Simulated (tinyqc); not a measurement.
Static response in three, two and one dimensions: static screening by free carriers.

Lindhard at zero temperature: eps(q)/eps = 1 + (qTF/q)^2 L(x), x = q/(2 kF), L(x) = 1/2 + ((1 - x^2)/(4x)) ln|(1 + x)/(1 - x)|.

kF = 0.0537684 1/angstrom
qTF = 0.0850776 1/angstrom

x = q/(2 kF). Response over its long-wave value: L3 as above; L2 = 1 for x <= 1 and 1 - sqrt(1 - 1/x^2) beyond; L1 = ln|(1 + x)/(1 - x)|/(2x).

Response:

| x | L3 | L2 | L1 | eps(q)/eps, Lindhard 3D | Thomas-Fermi |
|---|---|---|---|---|---|
| 0.100 | 0.997 | 1.000 | 1.003 | 63.38 | 63.59 |
| 0.301 | 0.969 | 1.000 | 1.032 | 7.696 | 7.909 |
| 0.501 | 0.912 | 1.000 | 1.099 | 3.273 | 3.494 |
| 0.902 | 0.653 | 1.000 | 1.644 | 1.503 | 1.769 |
| 0.982 | 0.543 | 1.000 | 2.394 | 1.352 | 1.649 |
| 1.023 | 0.449 | 0.789 | 2.188 | 1.269 | 1.598 |
| 1.103 | 0.352 | 0.578 | 1.367 | 1.181 | 1.514 |
| 1.303 | 0.228 | 0.359 | 0.778 | 1.084 | 1.369 |
| 1.604 | 0.142 | 0.218 | 0.455 | 1.034 | 1.243 |
| 2.206 | 0.072 | 0.109 | 0.222 | 1.009 | 1.129 |

Give the missing row, x = 0.702.

Computed row:
```
x         L3     L2     L1  eps(q)/eps, Lindhard 3D  Thomas-Fermi
0.702  0.815  1.000  1.241                    2.035         2.270
```

Next to x = 1 the table has L3 = 0.543 and 0.449, L2 = 1.000 and 0.789, L1 = 2.394 and 2.188: an infinite slope in 3D, a kink in 2D and a logarithmic peak in 1D, where the whole Fermi surface is joined by 2 kF. These features give Friedel oscillations of period pi/kF = 58.4 angstrom at zero temperature; they wash out once kT nears EF, so this table, for T = 0, describes the gas only where EF is well above kT. Thomas-Fermi overstates eps(q) by 6.7 % at x = 0.501 and by 20.2 % at x = 1.604.

Run: tinyqc, `OMP_NUM_THREADS=1 python tinyqc.py 1680793 1680794 out.jsonl`; Intel(R) Xeon(R) Processor @ 2.30GHz, one thread, shared host; about 0.01 s of CPU time with all checks.
